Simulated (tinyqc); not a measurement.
Coupled-perturbed Hartree-Fock on RHF in the sto-6g basis, for H4, spin multiplicity 1, step by step. One step of it, computed by the program tinyqc.

Task: Integrals over molecular orbitals. (pq|rs) = sum C_ip C_jq C_kr C_ls (ij|kl), one index at a time.

coefficients C:
```
            MO1        MO2        MO3        MO4
1H 1s  0.377644   0.453858   0.660286   0.737265
2H 1s  0.377644   0.453858  -0.660286  -0.737265
3H 1s  0.377644  -0.453858   0.660286  -0.737265
4H 1s  0.377644  -0.453858  -0.660286   0.737265
```

core Hamiltonian H = T + V (hartree):
```
           1H 1s      2H 1s      3H 1s      4H 1s
1H 1s  -1.521862  -0.933666  -0.322003  -0.222137
2H 1s  -0.933666  -1.521862  -0.222137  -0.322003
3H 1s  -0.322003  -0.222137  -1.521862  -0.933666
4H 1s  -0.222137  -0.322003  -0.933666  -1.521862
```

Two-electron integrals (ij|kl) in chemists' order, unique and non-zero (hartree):
```
(11|11) 0.774999   (21|11) 0.298995   (21|21) 0.148655   (22|11) 0.470606
(22|21) 0.298995   (22|22) 0.774999   (31|11) 0.080093   (31|21) 0.034302
(31|22) 0.059879   (31|31) 0.014105   (32|11) 0.045291   (32|21) 0.023296
(32|22) 0.048532   (32|31) 0.008292   (32|32) 0.005669   (33|11) 0.291287
(33|21) 0.134640   (33|22) 0.254481   (33|31) 0.080093   (33|32) 0.048532
(33|33) 0.774999   (41|11) 0.048532   (41|21) 0.023296   (41|22) 0.045291
(41|31) 0.008292   (41|32) 0.005581   (41|33) 0.045291   (41|41) 0.005669
(42|11) 0.059879   (42|21) 0.034302   (42|22) 0.080093   (42|31) 0.010650
(42|32) 0.008292   (42|33) 0.059879   (42|41) 0.008292   (42|42) 0.014105
(43|11) 0.134640   (43|21) 0.066721   (43|22) 0.134640   (43|31) 0.034302
(43|32) 0.023296   (43|33) 0.298995   (43|41) 0.023296   (43|42) 0.034302
(43|43) 0.148655   (44|11) 0.254481   (44|21) 0.134640   (44|22) 0.291287
(44|31) 0.059879   (44|32) 0.045291   (44|33) 0.470606   (44|41) 0.048532
(44|42) 0.080093   (44|43) 0.298995   (44|44) 0.774999
```

Give: one-electron integrals over orbitals h = C^T H C; Two-electron integrals over orbitals.

Result:

one-electron integrals over orbitals h = C^T H C (hartree):
```
         1        2        3        4
1  -1.7112   0.0000   0.0000   0.0000
2   0.0000  -1.5749   0.0000   0.0000
3   0.0000   0.0000  -1.1999   0.0000
4   0.0000   0.0000   0.0000  -1.0617
```

Two-electron integrals over orbitals (pq|rs), unique and non-zero (hartree):
```
(11|11) 0.4467   (21|21) 0.1787   (22|11) 0.4487   (22|22) 0.4581
(31|31) 0.1067   (32|32) 0.0915   (33|11) 0.4380   (33|22) 0.4428
(33|33) 0.4484   (41|32) 0.0892   (41|41) 0.0870   (42|31) 0.1116
(42|42) 0.1197   (43|21) 0.1789   (43|43) 0.1955   (44|11) 0.4448
(44|22) 0.4542   (44|33) 0.4568   (44|44) 0.4688
```
